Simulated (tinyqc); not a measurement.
Empirical pseudopotential in a few plane waves, step by step. One step of it, computed by the program tinyqc.

Problem. Levels at G. Diagonalise the Hermitian matrix.

H(k) at G (eV), order +0+0+0, -1-1-1, -1-1+1, -1+1-1, -1+1+1, +1-1-1, +1-1+1, +1+1-1, +1+1+1, -2+0+0, +0-2+0, +0+0-2, +0+0+2, +0+2+0, +2+0+0:
```
[[0.000000, 1.933756, -1.933756, -1.933756, -1.933756, -1.933756, -1.933756, -1.933756, 1.933756, 0.000000, 0.000000, 0.000000, 0.000000, 0.000000, 0.000000],
 [1.933756, 13.095670, 0.000000, 0.000000, -0.734707, 0.000000, -0.734707, -0.734707, 0.000000, -1.933756, -1.933756, -1.933756, -0.654206, -0.654206, -0.654206],
 [-1.933756, 0.000000, 13.095670, 0.734707, 0.000000, 0.734707, 0.000000, 0.000000, -0.734707, -1.933756, -1.933756, 0.654206, 1.933756, -0.654206, -0.654206],
 [-1.933756, 0.000000, 0.734707, 13.095670, 0.000000, 0.734707, 0.000000, 0.000000, -0.734707, -1.933756, 0.654206, -1.933756, -0.654206, 1.933756, -0.654206],
 [-1.933756, -0.734707, 0.000000, 0.000000, 13.095670, 0.000000, 0.734707, 0.734707, 0.000000, 1.933756, -0.654206, -0.654206, -1.933756, -1.933756, 0.654206],
 [-1.933756, 0.000000, 0.734707, 0.734707, 0.000000, 13.095670, 0.000000, 0.000000, -0.734707, 0.654206, -1.933756, -1.933756, -0.654206, -0.654206, 1.933756],
 [-1.933756, -0.734707, 0.000000, 0.000000, 0.734707, 0.000000, 13.095670, 0.734707, 0.000000, -0.654206, 1.933756, -0.654206, -1.933756, 0.654206, -1.933756],
 [-1.933756, -0.734707, 0.000000, 0.000000, 0.734707, 0.000000, 0.734707, 13.095670, 0.000000, -0.654206, -0.654206, 1.933756, 0.654206, -1.933756, -1.933756],
 [1.933756, 0.000000, -0.734707, -0.734707, 0.000000, -0.734707, 0.000000, 0.000000, 13.095670, -0.654206, -0.654206, -0.654206, -1.933756, -1.933756, -1.933756],
 [0.000000, -1.933756, -1.933756, -1.933756, 1.933756, 0.654206, -0.654206, -0.654206, -0.654206, 17.460893, 0.734707, 0.734707, -0.734707, -0.734707, 0.000000],
 [0.000000, -1.933756, -1.933756, 0.654206, -0.654206, -1.933756, 1.933756, -0.654206, -0.654206, 0.734707, 17.460893, 0.734707, -0.734707, 0.000000, -0.734707],
 [0.000000, -1.933756, 0.654206, -1.933756, -0.654206, -1.933756, -0.654206, 1.933756, -0.654206, 0.734707, 0.734707, 17.460893, 0.000000, -0.734707, -0.734707],
 [0.000000, -0.654206, 1.933756, -0.654206, -1.933756, -0.654206, -1.933756, 0.654206, -1.933756, -0.734707, -0.734707, 0.000000, 17.460893, 0.734707, 0.734707],
 [0.000000, -0.654206, -0.654206, 1.933756, -1.933756, -0.654206, 0.654206, -1.933756, -1.933756, -0.734707, 0.000000, -0.734707, 0.734707, 17.460893, 0.734707],
 [0.000000, -0.654206, -0.654206, -0.654206, 0.654206, 1.933756, -1.933756, -1.933756, -1.933756, 0.000000, -0.734707, -0.734707, 0.734707, 0.734707, 17.460893]]
```

Give: eigenvalues.

Solution.

eigenvalues (eV): [-1.7542, 9.1410, 9.1410, 9.1410, 12.3610, 12.3610, 12.3610, 12.7361, 15.9915, 15.9915, 17.0539, 20.6809, 20.6809, 20.6809, 22.9634]
